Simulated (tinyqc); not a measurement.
# p-type polysilicon, carrier trapping at grain boundaries: two studies

One-dimensional grains of size Lg, uniform ionised doping N, monovalent traps Qt at each boundary at a depth Et below (for electrons) or above (for holes) the band edge there, abrupt depletion of width W on each side of a boundary, Boltzmann statistics. xi is the distance from the band edge at the grain centre to the Fermi level. Trapped charge Qt/(1 + exp((xi + VB - Et)/Vt)) = 2 N W, barrier VB = q N W^2/(2 eps0 eps_r).

Values chosen for this exercise; values of the order met in polycrystalline silicon:
```
symbol,value,unit,meaning
T,300,K,temperature
eps_r,11.7,,relative permittivity
NB,2.65e19,cm^-3,valence-band density of states at T
Lg,28,nm,grain size
Qt,2e12,cm^-2,trap density of a grain boundary
Et,0.31,eV,depth of the trap level from the majority band edge at the boundary
ms,0.26,m0,mass for thermionic emission
fe,1,,correction factor of the emission rate
mug,75,cm^2/(V s),mobility inside the grains
N,2.4e17,cm^-3,doping
```

Constants: q = 1.602176634e-19 C, kB = 1.380649e-23 J/K, m0 = 9.1093837015e-31 kg, Vt = kB T/q, eps0 = 8.8541878128e-14 F/cm where lengths are in cm. Results are converted to the units shown.

Each table varies one quantity; the others keep the values above.

## Effect of the doping

If the trap equation with xi = Vt ln(NB/N) has a root W < Lg/2, the grain is partly depleted; otherwise W = Lg/2 and the trap equation gives xi = Et - VB + Vt ln(Qt/(N Lg) - 1). N* = Qt/Lg. n0 = NB exp(-xi/Vt); mean density n0 (1 - 2 W/Lg) by charge balance in a partly depleted grain, and n0 (sqrt(pi)/2) erf(u)/u with u = sqrt(VB/Vt) in a fully depleted one; v = sqrt(kB T/(2 pi ms m0)); barrier resistivity Vt exp(VB/Vt)/(q fe n0 v Lg); grain resistivity (1 - 2 W/Lg)/(q n0 mug); effective mobility 1/(q mean density total resistivity). Rows with xi above 0.45 V, towards mid-gap, are left out, since the other carrier type is ignored.

Result of one run:

| N (cm^-3) | N/N* | depleted share 2 W/Lg | VB (V) | xi (V) | mean density (cm^-3) | resistivity (ohm cm) | effective mobility (cm^2/(V s)) |
|---|---|---|---|---|---|---|---|
| 4.4e18 | 6.160 | 0.1623 | 0.01757 | 0.04642 | 3.686e18 | 0.02074 | 81.64 |

What becomes of these results when the doping N is changed from 4.4e18 to 8e18 cm^-3, all else the same?

Result of the changed run:

| N (cm^-3) | N/N* | depleted share 2 W/Lg | VB (V) | xi (V) | mean density (cm^-3) | resistivity (ohm cm) | effective mobility (cm^2/(V s)) |
|---|---|---|---|---|---|---|---|
| 8e18 | 11.20 | 0.08928 | 0.009666 | 0.03096 | 7.286e18 | 0.01146 | 74.77 |

The whole series:

| N (cm^-3) | N/N* | depleted share 2 W/Lg | VB (V) | xi (V) | mean density (cm^-3) | resistivity (ohm cm) | effective mobility (cm^2/(V s)) |
|---|---|---|---|---|---|---|---|
| 3.6e16 | 0.05040 | 1.000 | 0.005456 | 0.3804 | 1.005e13 | 1253 | 495.4 |
| 6.5e16 | 0.09100 | 1.000 | 0.009852 | 0.3596 | 2.133e13 | 664.3 | 440.4 |
| 1.2e17 | 0.1680 | 1.000 | 0.01819 | 0.3332 | 5.413e13 | 329.4 | 350.1 |
| 2.2e17 | 0.3080 | 1.000 | 0.03334 | 0.2976 | 1.848e14 | 149.4 | 226.1 |
| 3.9e17 | 0.5460 | 1.000 | 0.05911 | 0.2461 | 1.102e15 | 55.30 | 102.4 |
| 7.2e17 | 1.008 | 0.9793 | 0.1046 | 0.09321 | 1.493e16 | 0.8714 | 479.8 |
| 1.3e18 | 1.820 | 0.5488 | 0.05934 | 0.07794 | 5.866e17 | 0.1123 | 94.75 |
| 2.4e18 | 3.360 | 0.2975 | 0.03221 | 0.06209 | 1.686e18 | 0.04018 | 92.15 |
| 4.4e18 | 6.160 | 0.1623 | 0.01757 | 0.04642 | 3.686e18 | 0.02074 | 81.64 |
| 8e18 | 11.20 | 0.08928 | 0.009666 | 0.03096 | 7.286e18 | 0.01146 | 74.77 |

As N goes from 3.6e16 to 8e18, VB goes from 0.00546 through a maximum of 0.105 (at N = 7.2e17 among the rows listed) to 0.00967 V, the resistivity falls from 1250 to 0.0115 ohm cm and the effective mobility moves up and down between 74.8 and 495 cm^2/(V s). The steepest fall of the resistivity among the rows, as N^(-6.8), lies between N = 3.9e17 and 7.2e17 cm^-3; N* = 7.14e17 cm^-3. While the grain is fully depleted VB grows as N; once the traps are full it falls as 1/N. For N = 2.4e18, 4.4e18, 8e18 xi is under 2.5 Vt, where Boltzmann statistics begin to fail. For N = 3.6e16, 6.5e16, 1.2e17, 4.4e18, 8e18 VB is below Vt, where abrupt depletion and thermionic emission are rough. For N = 7.2e17 the grain is near the changeover between partial and full depletion, within a few Debye lengths, where both limits are rough. For N = 3.6e16, 6.5e16, 1.2e17, 2.2e17, 3.9e17, 7.2e17, 1.3e18, 2.4e18, 4.4e18 the effective mobility exceeds mug, since drift through the depleted part of the grain is left out.

## Effect of the grain size

Same model as above.

N* = Qt/Lg.

Effect of the grain size:

| Lg (nm) | N/N* | depleted share 2 W/Lg | VB (V) | xi (V) | mean density (cm^-3) | resistivity (ohm cm) | effective mobility (cm^2/(V s)) |
|---|---|---|---|---|---|---|---|
| 10 | 0.1200 | 1.000 | 0.004640 | 0.3569 | 2.528e13 | 1366 | 180.8 |
| 17 | 0.2040 | 1.000 | 0.01341 | 0.3318 | 6.017e13 | 427.4 | 242.7 |
| 31 | 0.3720 | 1.000 | 0.04459 | 0.2789 | 3.451e14 | 101.4 | 178.4 |
| 53 | 0.6360 | 1.000 | 0.1303 | 0.1652 | 1.750e16 | 20.11 | 17.74 |
| 94 | 1.128 | 0.6337 | 0.1646 | 0.1216 | 8.791e16 | 8.031 | 8.840 |
| 160 | 1.920 | 0.3723 | 0.1646 | 0.1216 | 1.506e17 | 4.861 | 8.523 |
| 290 | 3.480 | 0.2054 | 0.1646 | 0.1216 | 1.907e17 | 2.838 | 11.53 |
| 500 | 6.000 | 0.1191 | 0.1646 | 0.1216 | 2.114e17 | 1.791 | 16.48 |

What does the comparison show, and why?

As Lg goes from 10 to 500, VB rises from 0.00464 to 0.165 V, the resistivity falls from 1370 to 1.79 ohm cm and the effective mobility moves up and down between 8.52 and 243 cm^2/(V s). For Lg = 10, 17 VB is below Vt, where abrupt depletion and thermionic emission are rough. For Lg = 53 the grain is near the changeover between partial and full depletion, within a few Debye lengths, where both limits are rough. For Lg = 10, 17, 31 the effective mobility exceeds mug, since drift through the depleted part of the grain is left out.

tinyqc, about 0.01 s, one thread, Intel Xeon 2.30GHz (shared host): `OMP_NUM_THREADS=1 python tinyqc.py 2830204 2830205 out.jsonl`
